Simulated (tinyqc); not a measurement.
Order of mass and momentum: stepped quantum well by finite differences.

Finite differences on points z_i at the centres of cells of width h: H_ii = (c/h^2)(1/m_(i-1/2) + 1/m_(i+1/2)) + V_i, H_(i,i+1) = -(c/h^2)/m_(i+1/2), where m_(i+1/2) is the mean of the masses at the two points (the end values are repeated outwards), psi = 0 on the points beyond both ends, c = hbar^2/2m0. The field adds e F (z - z0) with z0 the middle of the structure; 1 kV/cm = 1e-5 eV/angstrom.

Constants: hbar^2/2m0 = 3.80998211 eV angstrom^2.

Values chosen for the exercise (out of a larger set: near those of a non-polar GaN well in AlGaN; not measured data): layers = ((28, 0.555, 0.244), (14, 0, 0.194), (21, 0.255, 0.217), (28, 0.555, 0.244)) (each layer: thickness in angstrom, band edge in eV, mass in m0); F = 0 kV/cm (field along z); hf = 0.4375 angstrom (cell width of the fine grid).

Fine grid. Hermitian kinetic operators m^a p m^b p m^a with 2a + b = -1: H_ii = (c/h^2) m_i^(2a) (m_(i-1/2)^b + m_(i+1/2)^b) + V_i, H_(i,i+1) = -(c/h^2) m_i^a m_(i+1)^a m_(i+1/2)^b; BenDaniel-Duke is a = 0. The halved form has H_ii = 2c/(h^2 m_i) + V_i and H_(i,i+1) = -(c/2h^2)(1/m_i + 1/m_(i+1)). The shifts are measured against BenDaniel-Duke; the last column repeats E1 with cells of hf/4.

Levels (eV):
```
operator                            E1      E2  E1 - E1(BDD) (meV)  E1 at hf/4
BenDaniel-Duke                  0.1947  0.4405                 0.0      0.1947
(1/m) p^2 + p^2 (1/m), halved   0.1950  0.4370                 0.3      0.1281
m^(-1/2) p^2 m^(-1/2)           0.2119  0.4498                17.3      0.2120
m^(-1/4) p m^(-1/2) p m^(-1/4)  0.2034  0.4450                 8.7      0.2034
one mass, the smallest          0.2040  0.4560                 9.3      0.2040
```

The three forms m^a p m^b p m^a span 17.3 meV in E1, 7 % of E2 - E1; they differ only at the mass steps (largest to smallest mass 1.26), where m^a psi is the continuous quantity. Dropping the mass step altogether moves E1 by +9.3 meV. Refining the grid moves the halved form by -66.9 meV, against at most 0.07 meV for the other three: at an abrupt step it has no limit as the grid is refined.

Computed by tinyqc, a small Python program: `OMP_NUM_THREADS=1 python tinyqc.py 1251529 1251530 out.jsonl` (the numbers bound the seed that draws the inputs); one thread of a shared host (Intel(R) Xeon(R) Processor @ 2.30GHz), about 0.02 s for the whole set of steps.
